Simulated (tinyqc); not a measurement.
A ladder of methods, and size consistency: correlation methods against full CI in the sto-6g basis, for H2, spin multiplicity 1. Computed by the program tinyqc with PySCF. All electrons correlated; +Q is the Davidson correction (1 - c0^2) E_corr. The last columns treat two copies 100 angstrom apart as one system. FCI is the lowest singlet.

Geometry (angstrom):
```
atom       x       y       z
H     0.0000  0.0000  0.0000
H     0.0000  0.0000  0.9340
```

RHF energy of one = -1.091506 hartree

Correlation energies (hartree):
```
method   E_corr of one  share of FCI (%)  E_corr of two at 100 angstrom  two minus twice one (mhartree)
MP2          -0.018476           59.8556                      -0.036952                          0.0000
CISD         -0.030868          100.0000                      -0.060267                          1.4685
CISD+Q       -0.031638          102.4946                      -0.063069                          0.2064
CCSD         -0.030868          100.0000                      -0.061736                          0.0000
CCSD(T)      -0.030868          100.0000                      -0.061736                          0.0000
FCI          -0.030868          100.0000                              -                               -
```

What does the comparison show, and why?

MP2 recovers 60 %, CISD 100.0 % and CCSD 100.0 % of the FCI value (c0^2 = 0.975 in CISD). MP2 and coupled cluster are size consistent, so their last column vanishes; CISD loses 1.47 mhartree, since a double excitation on each copy is a quadruple of the pair, and the Davidson correction leaves +0.21. With two electrons, or one virtual orbital, CISD and CCSD are exact for one copy, so +Q overshoots there.
